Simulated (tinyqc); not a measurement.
What each parameter does: polar nitride quantum well with polarisation fields.

Growth along [0001]. e_par = (a_sub - a)/a, Ppz = 2 e_par (e31 - e33 C13/C33), P = Psp + Ppz in each layer; strain relaxation and the strain shift of the gaps are left out, although thick layers with more than about 1 % mismatch would relax.

In a periodic stack without free charge the potential drop over a period vanishes: F_w = (P_b - P_w) Lb/(eps0 (eps_w Lb + eps_b Lw)), F_b = -F_w Lw/Lb, eps0 = 8.8541878e-12 F/m; 1 MV/cm = 1e8 V/m = 0.01 V/angstrom.

Envelope functions on cells of 0.25 angstrom over barrier, well, barrier (widths Lb, Lw, Lb), psi = 0 beyond, psi'/m continuous (mean mass between points), c = hbar^2/2m0. With u(z) the integral of e F (F_w in the well, F_b = -F_w Lw/Lb in the barriers, 1 MV/cm = 0.01 V/angstrom), zero at the centre of the well, the electron sees u plus Vc in the barriers and the hole -u plus Vv. The transition is Eg + E_e + E_h; excitons are left out.

Constants: hbar^2/2m0 = 3.80998211 eV angstrom^2; hc = 1239.841984 eV nm.

Values chosen for the exercise (near those of an InGaN well in GaN; not measured data): a_w = 3.267 angstrom (lattice constant a, well); a_b = 3.189 angstrom (lattice constant a, barrier); a_sub = 3.189 angstrom (in-plane lattice constant of the stack); Psp_w = -0.0294 C/m^2 (spontaneous polarisation); Psp_b = -0.0343 C/m^2 (spontaneous polarisation); e31_w = -0.355 C/m^2; e31_b = -0.325 C/m^2; e33_w = 0.733 C/m^2; e33_b = 0.664 C/m^2; C_w = 0.284 (C13/C33); C_b = 0.263 (C13/C33); eps_w = 11.2 (dielectric constant); eps_b = 10.3 (dielectric constant); Lw = 15 angstrom (well width); Lb = 40 angstrom (barrier width); Eg = 2.595 eV (gap of the well); Vc = 0.575 eV (conduction offset); Vv = 0.27 eV (valence offset); me = 0.171 m0 (electron, well); meb = 0.2 m0 (electron, barrier); mh = 1.83 m0 (hole, everywhere).

Polarisation, field, levels and overlap anew. Each row changes one parameter from the base and keeps the others.

Results:

| case | F_w (MV/cm) | E (eV) | overlap^2 | red shift (meV) |
|---|---|---|---|---|
| base | -2.384 | 2.8282 | 0.57 | 70 |
| Lw = 20 angstrom | -2.196 | 2.7036 | 0.38 | 112 |
| Lb = 65 angstrom | -2.645 | 2.8097 | 0.51 | 88 |
| a_sub = 3.199 angstrom | -2.360 | 2.8295 | 0.57 | 68 |
| Psp_b = -0.0377 C/m^2 | -2.639 | 2.8143 | 0.53 | 84 |
| e33_w = 0.806 C/m^2 | -2.458 | 2.8243 | 0.56 | 74 |
| eps_w = 12.3 | -2.222 | 2.8366 | 0.60 | 61 |
| mh = 1.28 m0 | -2.384 | 2.8456 | 0.62 | 66 |
| Vc = 0.489 eV | -2.384 | 2.8045 | 0.54 | 72 |

The largest shifts from the base row, up to three for each result and ties (the steps differ in size, so this ranks the rows, not the parameters). F_w (MV/cm): Lb -0.261, Psp_b -0.255, Lw +0.188; unchanged at the printed digits by mh and Vc. E (eV): Lw -0.1246, Vc -0.0238, Lb -0.0185. overlap^2: Lw -0.186, Lb -0.0601, mh +0.0517; unchanged at the printed digits by a_sub. red shift (meV): Lw +42, Lb +19, Psp_b +14.

tinyqc: `OMP_NUM_THREADS=1 python tinyqc.py 1250924 1250925 out.jsonl`; about 0.02 s, one thread, shared Intel(R) Xeon(R) Processor @ 2.30GHz.
